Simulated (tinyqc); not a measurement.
Thermoelectric coefficients with energy filtering, Landauer integrals: one step of the calculation.

Bulk parabolic band, x = (E - Ec)/kB T, C = hbar^2/(2 m0), kB T in eV. Modes per area gv m kB T x/(4 pi C) times the back-scattering length l0 x^rr give the transport function s0 X(x), s0 = (2 q^2/h) gv m kB T l0/(4 pi C), X = x^(1 + rr), multiplied by tb for x < xb. I_k = int X (x - eta)^k w dx, w = 1/(4 cosh^2((x - eta)/2)).

Question. Power factor and figure of merit. Power factor S^2 sigma, ZT = S^2 sigma T/(kappa_e + kL).

Parameters, values chosen for the exercise: temperature T = 400 K; lattice thermal conductivity kL = 0.34 W/(m K).

sigma = 1688.6053 S/cm
S = -224.79858 uV/K
kappa_e = 1.1140267 W/(m K)

Give: power factor; ZT; electronic share of kappa.

Answer.

power factor = 8.5333 mW/(m K^2)
ZT = 2.3475
electronic share of kappa = 76.617 %

Range of the model: Parabolic bands, elastic scattering and a fixed kL make these model figures, not those of a material.

Program tinyqc, `OMP_NUM_THREADS=1 python tinyqc.py 2800010 2800011 out.jsonl`; Intel Xeon 2.30GHz, shared host, one thread, about 0.02 s.
